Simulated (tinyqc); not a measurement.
Non-radiative capture by multiphonon emission, one effective mode. The energy-gap law. Computed by tinyqc, a small Python program. Command: `OMP_NUM_THREADS=1 python tinyqc.py 3027439 3027440 out.jsonl capture sweep`. One thread of a shared host (Intel(R) Xeon(R) Processor @ 2.30GHz), about 0.03 s of CPU time with the checks.

The initial state (free carrier plus empty centre) lies dE above the final state; both have the same frequency and are displaced by dQ.

Inputs (values chosen for the exercise, with mass, screening and phonons like those of GaSb):
```
quantity,value,unit
phonon energy hbar omega,26.5,meV
Huang-Rhys factor S,8.22,-
electron-phonon coupling W,0.015,eV/(u^(1/2) angstrom)
cell volume V,1240,angstrom^3
degeneracy g,2,-
broadening b,13,meV
carrier mass m,0.0382,m_0
dielectric constant eps,15.5,-
temperature T,300,K
defect density N_t,9e+15,cm^-3
```

Centre: repulsive.

Constants: hbar^2/u = 4.18015928e-03 eV angstrom^2; k_B = 8.617333262e-05 eV/K; hbar = 6.582119569e-16 eV s; Ry = 13.605693123 eV; k_B = 1.380649e-23 J/K; m_0 = 9.1093837015e-31 kg.

Method:
- dQ = sqrt(2 S (hbar^2/u)/hbar omega); relaxation energy lambda = S hbar omega; phonons needed P = dE/hbar omega; classical barrier E_b = (dE - lambda)^2/(4 lambda); occupation n = 1/(exp(hbar omega/k_B T) - 1).
- Huang-Rhys weight for a net emission of p phonons: L_p = exp(-S (2n + 1)) ((n + 1)/n)^(p/2) I_p(2 S sqrt(n (n + 1))), I_p the modified Bessel function.
- M_p = sum_m w_m <m_i|Q|(m + p)_f>^2 with Q counted from the final minimum and Boltzmann weights w_m for m = 0..24; <m_i|Q|k_f> = sqrt((hbar^2/u)/(2 hbar omega)) [sqrt(k) <m|k-1> + sqrt(k+1) <m|k+1>], with overlaps of oscillators displaced by d = sqrt(2 S) summed on 1500 points from -16 to 16 + d.
- The delta function is a Gaussian of standard deviation b at dE - p hbar omega.
- C_0 = V (2 pi/hbar) g W^2 sum_p M_p Gaussian_p. The sum runs over the seven p from round(P) - 3 to round(P) + 3; 1 angstrom^3 = 1e-24 cm^3.
- Sommerfeld factor of a repulsive centre: s(k) = 2 pi nu/(exp(2 pi nu) - 1), nu = sqrt(Ry*/E), Ry* = Ry m/eps^2, averaged over (2/sqrt(pi)) sqrt(x) exp(-x) dx with x = E/k_B T = t^2 (trapezoid, t to 6 in steps of 0.01).
- C = s C_0; v = sqrt(3 k_B T/m); sigma = C/v; tau = 1/(C N_t).

One run for each value:
```
energy released dE (eV),capture coefficient C (cm^3/s),classical barrier E_b (eV),P
0.238,1.980e-08,4.669e-04,8.98
0.304,1.826e-08,8.522e-03,11.47
0.370,1.267e-08,2.658e-02,13.96
0.435,6.099e-09,5.413e-02,16.42
0.501,2.255e-09,9.203e-02,18.91
0.566,6.408e-10,1.391e-01,21.36
0.632,1.386e-10,1.969e-01,23.85
0.698,2.449e-11,2.646e-01,26.34
0.763,3.468e-12,3.411e-01,28.79
```

Over the rows, capture coefficient C (cm^3/s) falls from 1.98e-8 to 3.47e-12 (exponent d ln y / d ln x -0.33 between the first rows and -22 between the last); classical barrier E_b (eV) rises from 4.67e-4 to 0.341 (exponent d ln y / d ln x 12 between the first rows and 2.9 between the last); P rises from 8.98 to 28.8 (exponent d ln y / d ln x about 1.00 throughout). ln C changes by -0.80 for each added phonon at the high end; the slope is still steepening, and becomes nearly constant only for P well above S.

Extremes, crossings and ranges named in words are read from the listed rows.
